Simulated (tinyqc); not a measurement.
Worked calculation: quaternary alloy A(x)B(1-x)C(y)D(1-y) matched to a substrate. Values are carried at full precision from step to step, so a last printed digit may differ when a step is redone from the rounded ones.

Matching a(x,y) = a_s gives x = (a_s - y a_BC - (1 - y) a_BD)/(y (a_AC - a_BC) + (1 - y)(a_AD - a_BD)).
Constants: hc = 1239.841984 eV nm.

Values chosen for the exercise (AC, AD, BC, BD near GaAs, GaP, InAs and InP; substrate near InP; the results hold for these values, not for the real material):
```
symbol  value                         unit      meaning
a       (5.649, 5.448, 6.059, 5.867)  angstrom  lattice constants of AC, AD, BC, BD
a_s     5.867                         angstrom  substrate
y       0.12                                    fraction of C
Eg      (1.513, 2.885, 0.417, 1.431)  eV        gaps at Gamma of AC, AD, BC, BD
Cb      (0.52, 0.623, 0.204, 0.096)   eV        bowing of ABC, ABD, ACD, BCD
dx      0.03                                    error of x in growth
```

## The matched composition

Give numerator, denominator and x.

numerator = -0.02304 angstrom
denominator = -0.41792 angstrom
x = 0.0551

## The gap by rule 1

Q(x,y) = x y Q_AC + x (1 - y) Q_AD + (1 - x) y Q_BC + (1 - x)(1 - y) Q_BD for the lattice constant. Gap, rule 1: Q(x,y) - x (1 - x)[y C_ABC + (1 - y) C_ABD] - y (1 - y)[x C_ACD + (1 - x) C_BCD]. Rule 2 (mean of ternaries): {x (1 - x)[y T_ABC(x) + (1 - y) T_ABD(x)] + y (1 - y)[x T_ACD(y) + (1 - x) T_BCD(y)]}/{x (1 - x) + y (1 - y)}, T_ABC(x) = x E_AC + (1 - x) E_BC - C_ABC x (1 - x), T_ACD(y) = y E_AC + (1 - y) E_AD - C_ACD y (1 - y), and alike. Only the Gamma valley is followed.

Give the four weights, the bilinear part, the two bowing terms, the gap and hc/gap.

weights of AC, AD, BC, BD: [0.0066, 0.0485, 0.1134, 0.8315]

bilinear part = 1.3871 eV

bowing terms (eV): [0.0318, 0.0108]

gap = 1.3445 eV
wavelength = 922 nm

## The gap by rule 2

Give the four ternary gaps and their weighted mean.

T_ABC, T_ABD, T_ACD, T_BCD (eV): [0.4503, 1.4787, 2.6988, 1.2992]

gap = 1.3694 eV

Rule 2 lies 25 meV above rule 1: it averages the two bowing terms where rule 1 adds them. Both agree on the ternary edges.

## An error in composition

Replace x by x + dx; mismatch (a_s - a)/a and change of the relaxed gap by rule 1.

a = 5.8545 angstrom
mismatch = 0.214 %
change of the gap = 26.2 meV

The layer would be under tension; the strain shift of the gap is not included.

## Checks

- Lattice constant at the matched composition against a_s (angstrom): both 5.8670.
- Rule 2 as a mean of ternaries against its form with averaged bowing (eV): both 1.3694.

tinyqc: `OMP_NUM_THREADS=1 python tinyqc.py 1081397 1081398 out.jsonl`; about 0.01 s, one thread, shared Intel(R) Xeon(R) Processor @ 2.30GHz.
